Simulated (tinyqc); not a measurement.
Carrier lifetime from Shockley-Read-Hall, radiative, Auger and surface recombination: one step, computed by the program tinyqc. Command: `OMP_NUM_THREADS=1 python tinyqc.py 3004045 3004046 out.jsonl lifetime walk`. One thread of a shared host (Intel(R) Xeon(R) Processor @ 2.30GHz), about 0.02 s of CPU time with the checks.

Energies are counted from the top of the valence band. Boltzmann statistics, full ionisation, and equal excess densities of electrons and holes.

Problem. Surface lifetime. The slowest diffusion mode has x tan x = S W/(2 D) with 0 < x < pi/2 (bisection), and tau_s = W^2/(4 x^2 D). The common approximation is W/(2 S) + W^2/(pi^2 D).

Inputs (values chosen for the exercise, for a model semiconductor): diffusion coefficient D = 7.8 cm^2/s; surface velocity S = 21 cm/s; thickness W = 99 micrometre.

Doping: n-type. Surface term: two equal surfaces.

Give: x; tau_s; approximate tau_s.

Solution.

x = 0.1152

tau_s = 2.368e-04 s

approximate tau_s = 2.370e-04 s

The approximation is off by 0.095 %. Recombination at the surfaces limits: tau_s is close to W/2S.
